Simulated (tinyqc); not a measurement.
Inside a calculation. Model: solid solubility of a dopant against its melt (retrograde solidus), clustering and the electrically active fraction. Computed by tinyqc, a small Python program that keeps every step. Command: `OMP_NUM_THREADS=1 python tinyqc.py 3021729 3021730 out.jsonl retro walk`. One thread of a shared host (Intel(R) Xeon(R) Processor @ 2.30GHz), about 0.01 s of CPU time with the checks. Intermediate numbers are printed to about 7 digits and carried at full precision; extremes and crossings named in words are read from the listed rows.

Inputs (values chosen for the exercise, for a model dopant):

| quantity | value | unit |
|---|---|---|
| melting point of the host T_m | 1687 | K |
| heat of melting of the host H_f | 50.2 | kJ/mol |
| interaction L of the melt | 10 | kJ/mol |
| enthalpy of transfer from melt to solid H | 1.09 | eV |
| entropy of transfer S | 0.02 | k_B |
| site density N0 | 5e+22 | 1/cm^3 |
| temperature T | 1300 | K |
| total dopant density N_t | 5.2e+20 | 1/cm^3 |
| atoms per cluster m | 4 | - |
| cluster scale N* at 1273 K | 2.4e+20 | 1/cm^3 |
| activation energy E_b of the cluster scale | 0.59 | eV |
| anneal temperature T_a | 1050 | K |
| prefactor of n_i | 3.8e+16 | 1/(cm^3 K^1.5) |
| energy E_i in n_i | 0.607 | eV |
| mobility mu | 40 | cm^2/(V s) |

Clustering: clusters that take up free electrons.

Constants: R = 8.314462618 J/(mol K); k_B = 8.617333262e-05 eV/K; e = 1.602176634e-19 C; N_A = 6.02214076e+23 1/mol.

## Liquidus and solidus at T

x_l and x_s are atom fractions of the dopant in melt and solid; the solid is dilute. Liquidus of the host: R T ln(1 - x_l) + L x_l^2 = -H_f (1 - T/T_m). Distribution: k = x_s/x_l = exp[L (1 - x_l)^2/(R T)] exp(S/k_B - H/(k_B T)), the first factor being the activity coefficient in the melt. Solubility = x_s N0; at T_m x_l = 0.

x_l = 0.8130745

distribution coefficient k = 6.267076e-05

x_s = 5.095600e-05

solubility = 2.547800e+18 1/cm^3

k at the melting point = 0.001153512

k has changed by a factor 0.054 from its value at T_m, while x_l has grown from 0 to 0.813.

## The retrograde maximum

The largest x_s N0 between 900 K and T_m. For an ideal melt with constant heats the maximum has x_l = H_f/(H + H_f), H in the same units.

temperature of the maximum = 1547.277 K

largest solubility = 6.819506e+18 1/cm^3

x_l there = 0.3374927

ideal-melt value H_f/(H + H_f) = 0.3231018

The maximum lies 140 K below T_m: above it the melt runs out of dopant, below it k falls as exp(-H/(k_B T)).

## The solidus

The formulas are those given above.

Against temperature:

| T (K) | x_l | k | solubility (1/cm^3) | over the maximum |
|---|---|---|---|---|
| 1000 | 0.9725777 | 3.278842e-06 | 1.594464e+17 | 0.0233809 |
| 1100 | 0.9441141 | 1.038023e-05 | 4.900060e+17 | 0.0718536 |
| 1200 | 0.8951940 | 2.726896e-05 | 1.220551e+18 | 0.1789793 |
| 1300 | 0.8130745 | 6.267076e-05 | 2.547800e+18 | 0.3736047 |
| 1400 | 0.6756120 | 1.330818e-04 | 4.495583e+18 | 0.6592242 |
| 1500 | 0.4596881 | 2.806122e-04 | 6.449705e+18 | 0.9457730 |
| 1580 | 0.2523769 | 5.207849e-04 | 6.571704e+18 | 0.9636628 |
| 1640 | 0.1047104 | 8.210450e-04 | 4.298597e+18 | 0.6303385 |
| 1675 | 0.0257793 | 1.059353e-03 | 1.365466e+18 | 0.2002295 |

Between the first rows the Arrhenius energy of the solubility is 1.06 eV, against H = 1.09 eV; it shrinks to zero at 1547 K and turns negative beyond. A crystal saturated at the maximum precipitates dopant-rich liquid on cooling and on heating alike. Below a eutectic or compound temperature another phase would set the limit.

## Active fraction after the anneal

A highly soluble donor (another dopant than that of the solidus) is limited by clustering. Donors N_a are active, and clusters hold m atoms each: N_t = N_a + m C, m C = N* (N_a/N*)^m (n/N*)^m, each atom taking one electron, n = N_a/2 + sqrt(N_a^2/4 + n_i^2), n_i = prefactor x T^1.5 exp(-E_i/(k_B T)), with N*(T) = N*(1273 K) exp[-(E_b/k_B)(1/T - 1/1273)]. Resistivity = 1/(e mu N_a).

N*(T_a) = 7.658303e+19 1/cm^3

active density N_a = 9.486835e+19 1/cm^3

active fraction = 0.1824391

resistivity = 1.644782 milliohm cm

Doubling the dose would raise N_a by only 10 %. Caution: this clustering law is a generic form; degeneracy and a doping-dependent mobility are left out.

## Active against total

A highly soluble donor (another dopant than that of the solidus) is limited by clustering. Donors N_a are active, and clusters hold m atoms each: N_t = N_a + m C, m C = N* (N_a/N*)^m (n/N*)^m, each atom taking one electron, n = N_a/2 + sqrt(N_a^2/4 + n_i^2), n_i = prefactor x T^1.5 exp(-E_i/(k_B T)), with N*(T) = N*(1273 K) exp[-(E_b/k_B)(1/T - 1/1273)].

Active density (1/cm^3):

| N_t (1/cm^3) | N_a at T_a | fraction | N_a at T_a + 150 K | N_a at T_a - 150 K |
|---|---|---|---|---|
| 1.00e+19 | 9.999993e+18 | 0.9999993 | 1.000000e+19 | 9.987018e+18 |
| 3.00e+19 | 2.995755e+19 | 0.9985849 | 2.999985e+19 | 2.222712e+19 |
| 1.00e+20 | 6.851229e+19 | 0.6851229 | 9.813250e+19 | 2.929369e+19 |
| 2.00e+20 | 8.091268e+19 | 0.4045634 | 1.486022e+20 | 3.262579e+19 |
| 5.00e+20 | 9.431459e+19 | 0.1886292 | 1.863318e+20 | 3.705094e+19 |
| 1.00e+21 | 1.041349e+20 | 0.1041349 | 2.091769e+20 | 4.058475e+19 |
| 2.00e+21 | 1.142902e+20 | 0.0571451 | 2.313277e+20 | 4.436359e+19 |
| 5.00e+21 | 1.286883e+20 | 0.0257377 | 2.616631e+20 | 4.982497e+19 |

The exponent d ln N_a/d ln N_t falls from 1.00 to 0.13, towards 1/(2m) = 0.125. At the highest dose a 150 K hotter anneal gives 2.03 times the active density, and a later step 150 K cooler would cut it to 0.39 if it ran to equilibrium: short hot anneals come last.

Checks made by the program: the ideal-melt maximum (relative difference 2e-09).
